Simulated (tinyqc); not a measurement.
## Depletion depth for a wanted scale length

Problem. A single-gate structure has eps_r tan(pi ti/Lambda) + ei tan(pi ts/Lambda) = 0 for its lowest mode, with both thicknesses below Lambda. Find ts.

Inputs (values chosen for the exercise); permittivities: semiconductor close to that of germanium, insulator close to that of zirconium oxide: relative permittivity of the semiconductor eps_r = 15.8; relative permittivity of the insulator ei = 24.8; insulator thickness ti = 3 nm.

Lambda = 29.949354 nm

Answer. The condition is explicit in ts: an arctangent, taken between 0 and pi.

ts = 28.0 nm

tinyqc, about 0.01 s, one thread, Intel Xeon 2.30GHz (shared host): `OMP_NUM_THREADS=1 python tinyqc.py 2420081 2420082 out.jsonl`
